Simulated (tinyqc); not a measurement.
Worked calculation: empirical pseudopotential in a few plane waves. Computed by tinyqc, a small Python program that keeps every step. Settings: plane-wave index or count = 15. Command: `OMP_NUM_THREADS=1 python tinyqc.py 31623 31624 out.jsonl` (the two numbers bound the seeds that draw the settings). One thread of a shared host (Intel(R) Xeon(R) Processor @ 2.60GHz), about 0.2 s of CPU time with the checks.

## Bloch Hamiltonian at G

Parameters chosen for this model: fcc lattice, atoms at +/- a/8 (1,1,1); form factors in rydberg at |G|^2 in units of (2 pi/a)^2:
```
parameter                 value      unit
a                      6.150000  angstrom
VS(3)                 -0.217000        Ry
VS(8)                  0.041000        Ry
VS(11)                 0.057000        Ry
VA(3)                         0        Ry
VA(4)                         0        Ry
VA(11)                        0        Ry
hbar^2/2m (2 pi/a)^2   3.976788        eV
```

k point G (2 pi / a): [0, 0, 0]

Basis: the 15 shortest G (labels in 2 pi/a), the same at every k. H(G,G') = c |k + G|^2 delta + VS(|G-G'|^2) cos((G-G').tau) + i VA sin((G-G').tau), tau = a/8 (1,1,1); 1 Ry = 13.605693 eV.

H(k) at G (eV), order +0+0+0, -1-1-1, -1-1+1, -1+1-1, -1+1+1, +1-1-1, +1-1+1, +1+1-1, +1+1+1, -2+0+0, +0-2+0, +0+0-2, +0+0+2, +0+2+0, +2+0+0:
```
[[0.0000, 2.0877, -2.0877, -2.0877, -2.0877, -2.0877, -2.0877, -2.0877, 2.0877, 0.0000, 0.0000, 0.0000, 0.0000, 0.0000, 0.0000],
 [2.0877, 11.9304, 0.0000, 0.0000, -0.5578, 0.0000, -0.5578, -0.5578, 0.0000, -2.0877, -2.0877, -2.0877, -0.5484, -0.5484, -0.5484],
 [-2.0877, 0.0000, 11.9304, 0.5578, 0.0000, 0.5578, 0.0000, 0.0000, -0.5578, -2.0877, -2.0877, 0.5484, 2.0877, -0.5484, -0.5484],
 [-2.0877, 0.0000, 0.5578, 11.9304, 0.0000, 0.5578, 0.0000, 0.0000, -0.5578, -2.0877, 0.5484, -2.0877, -0.5484, 2.0877, -0.5484],
 [-2.0877, -0.5578, 0.0000, 0.0000, 11.9304, 0.0000, 0.5578, 0.5578, 0.0000, 2.0877, -0.5484, -0.5484, -2.0877, -2.0877, 0.5484],
 [-2.0877, 0.0000, 0.5578, 0.5578, 0.0000, 11.9304, 0.0000, 0.0000, -0.5578, 0.5484, -2.0877, -2.0877, -0.5484, -0.5484, 2.0877],
 [-2.0877, -0.5578, 0.0000, 0.0000, 0.5578, 0.0000, 11.9304, 0.5578, 0.0000, -0.5484, 2.0877, -0.5484, -2.0877, 0.5484, -2.0877],
 [-2.0877, -0.5578, 0.0000, 0.0000, 0.5578, 0.0000, 0.5578, 11.9304, 0.0000, -0.5484, -0.5484, 2.0877, 0.5484, -2.0877, -2.0877],
 [2.0877, 0.0000, -0.5578, -0.5578, 0.0000, -0.5578, 0.0000, 0.0000, 11.9304, -0.5484, -0.5484, -0.5484, -2.0877, -2.0877, -2.0877],
 [0.0000, -2.0877, -2.0877, -2.0877, 2.0877, 0.5484, -0.5484, -0.5484, -0.5484, 15.9072, 0.5578, 0.5578, -0.5578, -0.5578, 0.0000],
 [0.0000, -2.0877, -2.0877, 0.5484, -0.5484, -2.0877, 2.0877, -0.5484, -0.5484, 0.5578, 15.9072, 0.5578, -0.5578, 0.0000, -0.5578],
 [0.0000, -2.0877, 0.5484, -2.0877, -0.5484, -2.0877, -0.5484, 2.0877, -0.5484, 0.5578, 0.5578, 15.9072, 0.0000, -0.5578, -0.5578],
 [0.0000, -0.5484, 2.0877, -0.5484, -2.0877, -0.5484, -2.0877, 0.5484, -2.0877, -0.5578, -0.5578, 0.0000, 15.9072, 0.5578, 0.5578],
 [0.0000, -0.5484, -0.5484, 2.0877, -2.0877, -0.5484, 0.5484, -2.0877, -2.0877, -0.5578, 0.0000, -0.5578, 0.5578, 15.9072, 0.5578],
 [0.0000, -0.5484, -0.5484, -0.5484, 0.5484, 2.0877, -2.0877, -2.0877, -2.0877, 0.0000, -0.5578, -0.5578, 0.5578, 0.5578, 15.9072]]
```

## Levels at G

Diagonalise the Hermitian matrix.

eigenvalues (eV): [-2.2055, 7.9008, 7.9008, 7.9008, 10.0768, 11.3725, 11.3725, 11.3725, 14.7915, 14.7915, 15.8094, 19.3788, 19.3788, 19.3788, 21.6655]

## Bands along a path

The same steps at evenly spaced points between the labelled ones.

Bands along the path (eV), lowest eight:
```
k          band 1  band 2  band 3  band 4   band 5   band 6   band 7   band 8
L         -0.2680  2.4039  7.2281  7.2281  10.0194  12.2947  12.2947  16.3655
L-G 0.20  -0.7354  2.9976  7.2188  7.2188  10.0231  12.1967  12.1967  16.4432
L-G 0.40  -1.3248  4.1167  7.3416  7.3416  10.1837  12.1719  12.1719  15.0527
L-G 0.60  -1.8032  5.4960  7.5597  7.5597  10.4436  11.9713  11.9713  13.2494
L-G 0.80  -2.1037  6.9672  7.7927  7.7927  10.5502  11.5750  11.5750  11.7537
G         -2.2055  7.9008  7.9008  7.9008  10.0768  11.3725  11.3725  11.3725
G-X 0.20  -2.0694  6.9439  7.6032  7.6032  11.0222  11.0991  11.8921  11.8921
G-X 0.40  -1.6632  5.4405  7.0441  7.0441  10.5930  11.8287  13.1096  13.1096
G-X 0.60  -0.9934  3.9579  6.5700  6.5700  10.2139  11.1794  14.6634  14.6634
G-X 0.80  -0.0713  2.5830  6.3083  6.3083  10.1135  10.4309  16.4200  16.4200
X          1.0856  1.3617  6.3066  6.3066   9.9894  10.3609  18.3480  18.3480
```

With 4 band(s) filled, the highest filled level on these points lies at G and the lowest empty one at X: a gap of 2.0885 eV, indirect. This holds for the small fixed basis; with all plane waves up to |k + G|^2 = 21 (2 pi/a)^2 the gap along the path is 1.74 eV.

## Convergence with the number of plane waves

Levels at G counted from the fourth one.

Levels (eV):
```
plane waves   level 1  level 5  level 8
9            -13.5780        0   2.2313
15           -10.1063   2.1760   3.4717
27            -9.5426   2.7656   3.2808
51            -9.6415   2.8858   3.3912
59            -9.6902   2.8808   3.2169
65            -9.7032   2.8808   3.1812
89            -9.6649   2.8559   3.2136
```
